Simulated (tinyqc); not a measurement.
Kane-Mele model of a buckled honeycomb layer in a normal field: sweeps and comparisons. A value that a table varies takes the place of the one given here.

Sublattices A and B lie at +/-b, so the field gives them the energies +/-D, D = e b Ez (in eV for b in angstrom and Ez in V/angstrom); 2 lam is the gap at zero field. Near the valleys tau = +/-1, for spin sz = +/-1: H = hbar v (tau qx sx + qy sy) + m sz_AB with m = D - tau sz lam, hbar v = (sqrt3/2) a t. On the lattice the spin-orbit term is the second-neighbour hopping i (lam/3 sqrt3) nu sz, nu = +/-1 by the sense of the turn. The filled band of one cone contributes tau sign(m)/2 to the Chern number, in the sense Omega = curl of i<u|grad u>. Rashba terms are left out.

Zigzag ribbon of N chains, sites A1, B1, A2, ...; k in 1/a. Bonds -2t cos(k/2) (A_n to B_n) and -t (B_n to A_(n+1)); diagonal +/-(D + 2 l2 sz sin k) on A and B; A_n to A_(n+1): -2 l2 sz sin(k/2), B_n to B_(n+1): the opposite; l2 = lam/(3 sqrt3).

Constants: kB = 8.617333262e-05 eV/K; hbar^2/2m0 = 3.80998211 eV angstrom^2.

Inputs chosen for the exercise (of the size used for stanene; shifted at random, so the results belong to these values and not to a real crystal):
- a = 4.79 angstrom (lattice constant)
- t = 1.28 eV (hopping)
- lam = 0.12 eV (spin-orbit half gap)
- b = 0.37 angstrom (half the buckling height)
- Ez = 0.046 V/angstrom (normal field at the atoms, after screening; 0.01 is 1 MV/cm, and gates reach some 0.05)
- N = 20 (chains)

## Edge bands of a zigzag ribbon

The two middle levels for each spin, and the weight of the upper one on the half of the ribbon that holds A1.

Middle levels (meV):
```
k/pi  up, lower  up, upper  up, weight  down, lower  down, upper  down, weight
0.6    -311.358    311.358        0.58     -298.294      298.294          0.44
0.7    -132.689    132.689        0.91     -100.282      100.282          0.10
0.8     -98.235     98.235        1.00      -64.275       64.275          0.00
0.9     -59.687     59.687        1.00      -25.733       25.733          0.00
1.0     -16.976     16.976        1.00      -16.976       16.976          1.00
1.1     -25.733     25.733        0.00      -59.687       59.687          1.00
1.2     -64.275     64.275        0.00      -98.235       98.235          1.00
1.3    -100.282    100.282        0.10     -132.689      132.689          0.91
1.4    -298.294    298.294        0.44     -311.358      311.358          0.58
```

For spin up the upper level changes from one edge to the other between k/pi = 1 and 1.1: the two edge bands cross there and each joins valence to conduction band. Spin down mirrors this about k = pi, so each edge carries a counter-moving pair. At k = pi the levels are -16.976 and 16.976 meV, with D = 17.020 meV and lam = 120 meV.

## Closing and reopening the gap

Ez = f lam/b. Gap 2 |D - lam|, second gap 2 (D + lam), Z2 index, and the temperature at which kB T equals the gap.

Against field:
```
f     Ez (V/angstrom)  gap (meV)  second gap (meV)  Z2  gap/kB (K)
0.00                0    240.000           240.000   1      2785.1
0.25           0.0811    180.000           300.000   1      2088.8
0.50            0.162    120.000           360.000   1      1392.5
0.75            0.243     60.000           420.000   1       696.3
0.90            0.292     24.000           456.000   1       278.5
1.10            0.357     24.000           504.000   0       278.5
1.50            0.486    120.000           600.000   0      1392.5
2.00            0.649    240.000           720.000   0      2785.1
3.00            0.973    480.000           960.000   0      5570.2
```

The gap closes at Ez = 0.3243 V/angstrom, 32.4 MV/cm at the atoms (the applied field must be larger by the screening), and is back at its zero-field size at twice that. At zero field it is 240.0 meV, above kB T at 300 K (25.9 meV).

## What each parameter does

Smaller and larger gap, hbar v, and the mass 2c|m|/(hbar v)^2 at the smaller gap, c = hbar^2/2m0. Each row changes one parameter from the base and keeps the others.

Results:
```
case                    smaller gap (meV)  larger gap (meV)  hbar v (eV angstrom)  mass (m0)
base                              205.960           274.040                5.3098    0.02783
a = 5.269 angstrom                205.960           274.040                5.8408    0.02300
t = 1.408 eV                      205.960           274.040                5.8408    0.02300
lam = 0.132 eV                    229.960           298.040                5.3098    0.03108
Ez = 0.0506 V/angstrom            202.556           277.444                5.3098    0.02737
```

The largest shifts from the base row, up to three for each result and ties (the steps differ in size, so this ranks the rows, not the parameters). smaller gap (meV): lam +24.000, Ez -3.404; unchanged at the printed digits by a and t. larger gap (meV): lam +24.000, Ez +3.404; unchanged at the printed digits by a and t. hbar v (eV angstrom): a +0.5310, t +0.5310; unchanged at the printed digits by lam and Ez. mass (m0): a -0.00483, t -0.00483, lam +0.00324.

Run: tinyqc, `OMP_NUM_THREADS=1 python tinyqc.py 1480245 1480246 out.jsonl`; Intel(R) Xeon(R) Processor @ 2.30GHz, one thread, shared host; about 0.01 s of CPU time with all checks.
